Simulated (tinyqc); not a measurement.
Worked calculation: self-heating of a transistor with one or more fingers, with temperature-dependent conductivity. Computed by tinyqc, a small Python program that keeps every step. Command: `OMP_NUM_THREADS=1 python tinyqc.py 3006283 3006284 out.jsonl selfheat walk`. One thread of a shared host (Intel(R) Xeon(R) Processor @ 2.30GHz), about 0.04 s of CPU time with the checks. Intermediate numbers are printed to about 6 digits and carried at full precision; extremes and crossings named in words are read from the listed rows.

N long parallel fingers lie on the top face of a slab whose bottom is held at T_0; the top is otherwise insulated, and heat flows in two dimensions. P in W/mm is 1000 P in W/m.

Inputs (values chosen for the exercise, modelled on gallium arsenide):

| quantity | value | unit |
|---|---|---|
| conductivity at the base temperature kappa_0 | 44.3 | W/(m K) |
| exponent m in kappa ~ T^-m | 1.21 | - |
| base temperature T_0 | 298 | K |
| power per gate width P | 0.23 | W/mm |
| fingers N | 1 | - |
| finger pitch s | 53 | micrometre |
| width of the heat source w | 0.8 | micrometre |
| substrate thickness t | 120 | micrometre |
| phonon free path Lambda | 51 | nm |
| heat capacity C | 1.69 | 1e6 J/(m^3 K) |
| pulse length | 0.17 | microsecond |
| power coefficient beta | 1.9 | 1e-3/K |

Power: power rises with temperature.

## Geometry factors

A line source of power P on the top face raises the top at distance x by (P/(pi kappa_0)) g(x), g(x) = -ln tanh(pi x/(4 t)) (the image sum for the slab). On a strip of width w the centre sees the mean of g over the strip, g_0 = 1 + ln(8 t/(pi w)) for w much below t.

own factor g_0 = 6.94535

g(j s), j = 1..7: 1.09778  0.51016  0.25084  0.12485  0.06233  0.03114  0.01556

## Linear temperature rise of each finger

theta_i = (P/(pi kappa_0)) [g_0 + sum over j != i of g(|i - j| s)], with equal powers and constant conductivity; thermal resistance = largest theta/P.

theta of each finger (K): 11.4781

largest theta = 11.4781 K

thermal resistance = 49.9046 K mm/W

## Correction for the falling conductivity

Kirchhoff transformation for kappa = kappa_0 (T/T_0)^-m: T = T_0 [1 - (m - 1) theta/T_0]^(-1/(m - 1)), where theta is the linear rise. The bracket vanishes at the power P T_0/((m - 1) theta).

peak temperature = 309.750 K

true rise = 11.7505 K

true rise / linear rise = 1.02373

power at which the formula diverges = 28.4352 W/mm

The falling conductivity adds 2.4 % to the rise.

## Extra rise from ballistic phonons

Near a source smaller than the free path, Fourier's law overstates the flow. Rough estimate: a strip that emits phonons into a half space adds a resistance times area of 4 Lambda/(3 kappa_0), from the ballistic flux C v Delta T/4 with kappa_0 = C v Lambda/3, so Delta T_b = 4 Lambda P/(3 kappa_0 w); Knudsen number Lambda/w.

Knudsen number = 0.06375

ballistic rise Delta T_b = 0.441309 K

Delta T_b / largest theta = 0.0384481

By this estimate the ballistic term is at most a fifth of the Fourier rise.

## Electrothermal feedback

The power follows P [1 + beta (T - T_0)] with T the peak temperature, for all fingers alike. Start at T_0 and repeat; stop when T changes by less than 1e-6 K, after 50 steps, or when the bracket falls below 0.05.

Iterations:

| step | power (W/mm) | T (K) | change (K) |
|---|---|---|---|
| 1 | 0.230000 | 309.750 | 1.17505e+01 |
| 2 | 0.235135 | 310.019 | 2.68675e-01 |
| 3 | 0.235252 | 310.025 | 6.14658e-03 |
| 4 | 0.235255 | 310.025 | 1.40619e-04 |
| 5 | 0.235255 | 310.025 | 3.21703e-06 |
| 6 | 0.235255 | 310.025 | 7.35981e-08 |

converged (1 yes, 0 no) = 1

peak temperature with feedback = 310.025 K

Converged in 6 steps; feedback adds 0.3 K.

## Rise at the end of a pulse

After switching on, theta(tau) = (P D/kappa_0) int_0^tau X(u) Z(u) du at the hottest finger, D = kappa_0/C; X = sum over fingers at distance x of [erf((x + w/2)/r) - erf((x - w/2)/r)]/(2 w), Z = sum_(j=-200..200) (-1)^j exp(-(2 j t/r)^2)/sqrt(pi D u), r = 2 sqrt(D u); trapezoid rule on 300 points evenly spaced in ln u from u_0 = 1e-3 min(tau, w^2/D) to tau, plus the exact piece 2 sqrt(u_0/(pi D))/w below u_0. Conductivity and power are held at their base values here, and Fourier's law is used even where the diffusion length is near a phonon free path.

diffusivity D = 26.2130 micrometre^2/microsecond

diffusion length sqrt(D tau) = 2.11097 micrometre

linear rise after the pulse = 5.0727 K

share of the steady rise = 0.4419

## Rise against time

The formulas are those given above.

Heating curve:

| time (microsecond) | sqrt(D time) (micrometre) | rise (K) | share of the steady rise |
|---|---|---|---|
| 5.50e-04 | 0.120071 | 0.87743 | 0.07644 |
| 0.0055 | 0.379699 | 2.3085 | 0.2011 |
| 0.055 | 1.20071 | 4.1454 | 0.3612 |
| 0.55 | 3.79699 | 6.0412 | 0.5263 |
| 5.5 | 12.0071 | 7.9431 | 0.692 |
| 27 | 26.6036 | 9.2578 | 0.8066 |
| 110 | 53.6976 | 10.417 | 0.9075 |
| 330 | 93.0070 | 11.197 | 0.9755 |
| 820 | 146.611 | 11.456 | 0.9981 |

Half the steady rise is reached between 0.055 and 0.55 microseconds, and the last row holds 99.8 % of it; the slowest time constant is 4 t^2/(pi^2 D) = 223 microseconds. While the diffusion length lies between w and the pitch or thickness, the rise grows as the logarithm of time.

Checks made by the program: g(s) against the alternating image sum (relative difference 1e-06); Kirchhoff integral of kappa/kappa_0 from T_0 to T (relative difference below 1e-10); long-time limit against the steady rise (relative difference 1e-05).
